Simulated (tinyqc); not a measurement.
Inside a calculation. Method: tight binding, kagome lattice. Computed by tinyqc, a small Python program that keeps every step. Settings: t1 = 0.64, t2 = 1.13, delta = 0.22, bands filled = 1. Command: `OMP_NUM_THREADS=1 python tinyqc.py 27104 27105 out.jsonl` (the two numbers bound the seeds that draw the settings). One thread of a shared host (Intel(R) Xeon(R) Processor @ 2.60GHz), about 0.01 s of CPU time with the checks.

## Bloch Hamiltonian at k

Parameters chosen for this model:
```
parameter     value                unit
t1         0.640000    eV, up triangles
t2         1.130000  eV, down triangles
delta      0.220000        eV on site C
```

k point k (fractions of the reciprocal vectors): 0.2500  -0.0100

H_AB = -t1 - t2 exp(-i k.a1), H_AC = -t1 - t2 exp(-i k.a2), H_BC = -t1 - t2 exp(i k.(a1 - a2)), H_CC = delta.

H(k) at k (eV):
```
                 A                B                C
A           0.0000  -0.6400+1.1300i  -1.7678-0.0710i
B  -0.6400-1.1300i           0.0000  -0.5690-1.1278i
C  -1.7678+0.0710i  -0.5690+1.1278i           0.2200
```

## Levels at k

Diagonalise the Hermitian matrix.

eigenvalues (eV): -2.8244  1.1607  1.8837

weights |c|^2 of the basis functions:
```
   band 1  band 2  band 3
A  0.3732  0.1748  0.4519
B  0.2915  0.7074  0.0011
C  0.3353  0.1177  0.5470
```

## Bloch Hamiltonian at K

k point K (fractions of the reciprocal vectors): 0.3333  0.6667

As before.

H(k) at K (eV):
```
                 A                B                C
A           0.0000  -0.0750+0.9786i  -0.0750-0.9786i
B  -0.0750-0.9786i           0.0000  -0.0750+0.9786i
C  -0.0750+0.9786i  -0.0750-0.9786i           0.2200
```

## Levels at K

As before.

eigenvalues (eV): -1.5517  -0.0761  1.8478

weights |c|^2 of the basis functions:
```
   band 1  band 2  band 3
A  0.3560  0.3314  0.3126
B  0.3560  0.3314  0.3126
C  0.2880  0.3373  0.3748
```

## Bands along a path

The same steps at evenly spaced points between the labelled ones.

Bands along the path (eV):
```
k           band 1   band 2  band 3
G          -3.4687   1.7700  1.9187
G-K 0.33   -3.0920   1.4878  1.8242
G-K 0.67   -2.1869   0.5810  1.8259
K          -1.5517  -0.0761  1.8478
K-M 0.33   -1.6627   0.0192  1.8635
K-M 0.67   -1.8405   0.1828  1.8777
M          -1.9141   0.2504  1.8837
M-K' 0.33  -1.8405   0.1828  1.8777
M-K' 0.67  -1.6627   0.0192  1.8635
K'         -1.5517  -0.0761  1.8478
```

With 1 band(s) filled, the highest filled level on these points lies at K and the lowest empty one at K: a gap of 1.4757 eV, direct.
